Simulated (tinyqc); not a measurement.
From one set of inputs to another, one input at a time: oxide trap near a transistor channel: two-state multiphonon kinetics, telegraph noise and bias instability. Computed by tinyqc, a small Python program. Command: `OMP_NUM_THREADS=1 python tinyqc.py 3010098 3010099 out.jsonl oxidetrap ladder`. One thread of a shared host (Intel(R) Xeon(R) Processor @ 2.30GHz), about 0.01 s of CPU time with the checks.

An n-channel device under positive gate bias. The trap is empty (state 1) or holds an electron (state 2); both states are parabolas of equal curvature, and the electron reservoir is taken at the Fermi level of the channel.

The inputs printed are set A. Inputs not listed in the table keep their values of set A, so the rows need not describe a real material.

Inputs (values chosen for the exercise, with an insulator like SiO2 on silicon): insulator constant eps_ox = 3.78; insulator thickness t_ox = 3.2 nm; trap depth x from the interface = 1.3 nm; tunnel barrier phi_b = 3.21 eV; tunnelling mass m_ox = 0.41 m_0; trap level above E_F at zero field E_t = 0.79 eV; relaxation energy E_R = 2.3 eV; oxide field F = 5 MV/cm; attempt rate k_0 at the interface = 5e+11 1/s; temperature T = 200 K; channel width W = 15 nm; channel length L = 22 nm; frequency f = 8000 Hz; stress time t_s = 7000 s.

Parts treated: one trap.

Constants: hbar^2/(2 m_0) = 3.80998212 eV angstrom^2; k_B = 8.617333262e-05 eV/K; e = 1.602176634e-19 C; eps_0 = 8.8541878128e-12 F/m.

Method:
- kappa = sqrt(2 m_ox phi_b)/hbar = sqrt(m_ox phi_b/(hbar^2/2m_0)); attenuation length lambda = 1/(2 kappa); factor exp(-x/lambda) for a rectangular barrier.
- E_21 = E_t - e F x is the energy of state 2 over state 1; barriers E_c = (E_R + E_21)^2/(4 E_R), E_e = E_c - E_21; tau_c = exp(E_c/k_B T)/(k_0 P), tau_e = exp(E_e/k_B T)/(k_0 P), P the tunnelling factor; occupation f_2 = tau_e/(tau_c + tau_e); 1/tau_0 = 1/tau_c + 1/tau_e.
- Charge-sheet step dV = e (t_ox - x)/(eps_ox eps_0 W L); Lorentzian spectrum S(f) = 4 dV^2 tau_0^2/((tau_c + tau_e)(1 + (2 pi f tau_0)^2)); corner 1/(2 pi tau_0); variance dV^2 f_2 (1 - f_2) = dV^2 tau_0/(tau_c + tau_e).
- From the zero-field occupation f(0), f(t) = f_2 + (f(0) - f_2) exp(-t/tau_0) under the field; after t_s the field is removed and f relaxes with the zero-field constants.

Each row keeps all changes above it:
```
input moved                                  from    to  threshold step dV (mV)  corner frequency (Hz)  half-time of recovery (s)
set A                                           -     -                  27.562             3.0568e-09                 1.0558e+01
insulator thickness t_ox (nm)                 3.2   2.9                  23.210             3.0568e-09                 1.0558e+01
trap depth x from the interface (nm)          1.3  0.58                  33.655             1.1628e-01                 2.2283e-03
oxide field F (MV/cm)                           5   1.9                  33.655             5.6214e+00                 2.2283e-03
channel width W (nm)                           15   170                   2.970             5.6214e+00                 2.2283e-03
trap level above E_F at zero field E_t (eV)  0.79  0.31                   2.970             7.2202e-05                 8.9026e+01
tunnel barrier phi_b (eV)                    3.21  1.49                   2.970             6.3413e-04                 1.0136e+01
temperature T (K)                             200   350                   2.970             9.5602e+01                 2.2765e-04
```

Which inputs carry the difference?

Threshold step dV goes from 27.6 to 2.97, a factor 0.108 in all. The largest single move comes from channel width W (a factor 0.0882), and trap depth x from the interface works against it (a factor 1.45). Corner frequency goes from 3.06e-9 to 95.6, a factor 3.13e10 in all. The largest single move comes from trap depth x from the interface (a factor 3.80e7), and trap level above E_F at zero field E_t works against it (a factor 1.28e-5). Half-time of recovery goes from 10.6 to 2.28e-4, a factor 2.16e-5 in all. The largest single move comes from temperature T (a factor 2.25e-5), and trap level above E_F at zero field E_t works against it (a factor 40000). The single moves hold for this order of the switches; the total does not depend on the order.

Caution (rows set A, insulator thickness t_ox, trap depth x from the interface, oxide field F, channel width W, trap level above E_F at zero field E_t, tunnel barrier phi_b): at this temperature nuclear tunnelling through such barriers shortens the times below these classical values.

Extremes, crossings and ranges named in words are read from the listed rows.
